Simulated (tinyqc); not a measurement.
Long-channel MOSFET, surface-potential model: effect of the insulator thickness.

n-channel transistor on a uniformly doped p-type body, gradual-channel approximation, constant mobility, Boltzmann statistics, full ionisation. Potentials are counted from the neutral body; V is the electron quasi-Fermi potential, Vsb at the source and Vsb + Vds at the drain. Charges are magnitudes per area.

ni = sqrt(Nc Nv) exp(-Eg/(2 Vt)), Eg in volts; phiF = Vt ln(Na/ni); Cox = eps0 eox/tox; gamma = sqrt(2 q eps0 eps_r Na)/Cox. The surface potential psi at channel potential V solves Vgs + Vsb - Vfb - psi = gamma sqrt(G), G = psi - Vt + Vt exp((psi - 2 phiF - V)/Vt). Charge sheet: Qi = Cox gamma [sqrt(G) - sqrt(psi - Vt)]; I = mu (W/L) [integral of Qi dpsi from psi_0 to psi_L (drift) + Vt (Qi0 - QiL) (diffusion)], with psi_0 at V = Vsb and psi_L at V = Vsb + Vds. VT = Vfb + 2 phiF + gamma sqrt(2 phiF + Vsb), m = 1 + gamma/(2 sqrt(2 phiF + Vsb)). The swing is 20 mV/log10[I(VT - 0.14 V)/I(VT - 0.16 V)] of the charge-sheet current at the given Vds.

Parameters, values chosen for the exercise; material values those of a made-up semiconductor: temperature T = 350 K; band gap Eg = 1.33 eV; relative permittivity of the semiconductor eps_r = 14.2; conduction-band density of states at T Nc = 6.57e17 cm^-3; valence-band density of states at T Nv = 9.56e18 cm^-3; acceptor density of the body Na = 1.5e17 cm^-3; relative permittivity of the gate insulator eox = 24.8; flat-band voltage Vfb = -0.95 V; channel mobility mu = 120 cm^2/(V s); gate width W = 5 um; gate length L = 1 um; source-body reverse bias Vsb = 1 V; gate-source voltage Vgs = 0.27 V; drain-source voltage Vds = 0.2 V.

Constants: q = 1.602176634e-19 C, kB = 1.380649e-23 J/K, Vt = kB T/q, eps0 = 8.8541878128e-14 F/cm where lengths are in cm. Results are converted to the units shown.

Result of one run:
```
gamma (V^0.5)  VT (V)      m  swing (mV/decade)  I at Vgs, Vds (uA)
0.07501        0.3204  1.026              71.85            0.009312
```

Which insulator thickness tox gave this result: 3.7, 6.7, 9, 12 or 22 nm?

tox = 6.7 nm.

The whole series:
```
tox (nm)  gamma (V^0.5)  VT (V)      m  swing (mV/decade)  I at Vgs, Vds (uA)
3.7             0.04142  0.2710  1.014              71.02             0.04457
4.9             0.05486  0.2908  1.019              71.35             0.02374
6.7             0.07501  0.3204  1.026              71.85            0.009312
9                0.1008  0.3582  1.034              72.49            0.002863
12               0.1343  0.4076  1.046              73.33            6.334e-4
16               0.1791  0.4734  1.061              74.44            8.937e-5
22               0.2463  0.5721  1.084              76.12            5.301e-6
```

As tox goes from 3.7 to 22 nm, VT rises from 0.271 to 0.572 V, the swing rises from 71.0 to 76.1 mV a decade and the current falls from 0.0446 to 5.30e-6 uA. The swing is 0.84 % above m Vt ln 10 in the first row and 1.1 % above it in the last. The gate voltage is below VT in 7 of the 7 rows.

Computed by the program tinyqc: `OMP_NUM_THREADS=1 python tinyqc.py 2360168 2360169 out.jsonl`, one thread of a shared Intel Xeon 2.30GHz, about 0.07 s for the whole run.
